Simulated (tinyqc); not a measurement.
# Strained alloy layer of GaSb and GaAs on (001) InP, model-solid band line-up, step by step

Computed by the program tinyqc: `OMP_NUM_THREADS=1 python tinyqc.py 2690058 2690059 out.jsonl`, one thread of a shared Intel Xeon 2.30GHz, about 0.01 s for the whole run. Printed values are rounded.

The layer is x parts of the first compound and 1 - x of the second, grown coherently on the third as substrate and barrier. Rows of the table: lattice constant a, average valence level Ea on an absolute scale, spin-orbit splitting so, gaps at Gamma, X and L, hydrostatic deformation potentials av and ac (Gamma), shear potential b, elastic constants, electron and heavy-hole (along z) masses. All are interpolated linearly in x; gaps get -C x (1 - x), taken wholly in the conduction band; real line-ups can differ from this model by 0.1 eV or more.

Values chosen for this exercise:
```
symbol  value  unit                                      meaning
x        0.63        fraction of the first compound in the layer
CG       1.43    eV                      bowing of the Gamma gap
CX        1.2    eV                          bowing of the X gap
CL        1.2    eV                          bowing of the L gap
```

## Relaxed alloy and strain

Binary compounds, values chosen for the exercise:
```
              close to GaSb  close to GaAs  close to InP
a (angstrom)          6.096          5.653         5.869
Ea (eV)               -6.25          -6.92         -7.04
so (eV)               0.758           0.34          0.11
EG (eV)               0.724           1.45          1.34
EX (eV)                1.04           1.91          2.18
EL (eV)                0.81           1.73          1.92
av (eV)                0.78           1.18          1.27
ac (eV)               -6.81           -7.2         -5.03
b (eV)                   -2          -1.72          -1.7
c11 (GPa)              88.5            119           101
c12 (GPa)              39.8           54.1          56.8
me (m0)              0.0393         0.0666        0.0807
mh (m0)               0.248          0.347         0.538
```

In-plane strain e = (a_substrate - a)/a, e_z = -2 (c12/c11) e, volume change 2 e + e_z.

a = 5.93209 angstrom
Gamma gap = 0.659287 eV
X gap = 1.08218 eV
L gap = 0.870680 eV
e = -1.06354 %
e_z = 0.961186 %
volume change = -1.16589 %

The relaxed alloy has its lowest gap at Gamma (direct). The layer is under compressive in-plane strain.

## Band edges and offsets

In-plane strain e = (a_substrate - a)/a, e_z = -2 (c12/c11) e, volume change 2 e + e_z. With v = 2 e + e_z and d = 2 b (e_z - e): Eav = Ea + av v; E_hh = Eav + so/3 - d/2; E_lh = Eav - so/6 + d/4 + sqrt(so^2 + so d + 9 d^2/4)/2; E_c = Ea + so/3 + EG + ac v (Gamma). Substrate: E_v = Ea + so/3, E_c = E_v + EG. Well depths: dEc = E_c(substrate) - E_c, dEhh = E_hh - E_v(substrate), dElh likewise; strained Gamma gap E_c - max(E_hh, E_lh); positive values confine carriers in the layer.

d = -0.0767937 eV
E_hh = -6.26921 eV
E_lh = -6.34083 eV
E_c = -5.55642 eV
strained Gamma gap = 0.712789 eV
dEc = -0.106913 eV
dEhh = 0.734124 eV
dElh = 0.662502 eV

The heavy-hole band lies on top, by 71.6 meV. At Gamma the line-up is type II, holes in the layer and electrons outside.

## Critical thickness

In-plane strain e = (a_substrate - a)/a. Matthews-Blakeslee for 60-degree dislocations in a single layer: hc = k (ln(hc/bv) + 1), k = bv (1 - nu/4)/(4 pi |e| (1 + nu)), nu = c12/(c11 + c12), bv = a/sqrt(2); the larger root.

nu = 0.311239
bv = 0.419462 nm
hc = 8.96693 nm

The layer, Lw = 5.4 nm, is thinner than hc, so it stays coherent by this criterion.
